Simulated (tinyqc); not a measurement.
## Thickness from the transmission

Problem. A dielectric of barrier phi1 and mass m1 carries the voltage V, so U = phi1 - V x/t1. At E = 0 the WKB exponent is S = (4 t1/(3 V)) sqrt(m1/C) [phi1^1.5 - max(phi1 - V, 0)^1.5], C = hbar^2/(2 m0), and T = exp(-S). Find S, t1 and the field.

Parameters, values chosen for the exercise:

| symbol | value | unit | meaning |
|---|---|---|---|
| phi1 | 3.08 | eV | barrier of layer 1 above the emitter Fermi level at zero bias |
| m1 | 0.48 | m0 | tunnelling mass of layer 1 |
| V | 1.2 | V | voltage across the dielectric |

Constants: q = 1.602176634e-19 C, hbar = 1.054571817e-34 J s, m0 = 9.1093837015e-31 kg, hbar^2/(2 m0) = 0.0380998212 eV nm^2. Results are converted to the units shown.

T at E = 0 = 9.0135928e-15

Solution. At fixed V the exponent is proportional to t1.

S = 32.34
t1 = 2.900 nm
field = 4.138 MV/cm

tinyqc, about 0.02 s, one thread, Intel Xeon 2.30GHz (shared host): `OMP_NUM_THREADS=1 python tinyqc.py 2540146 2540147 out.jsonl`
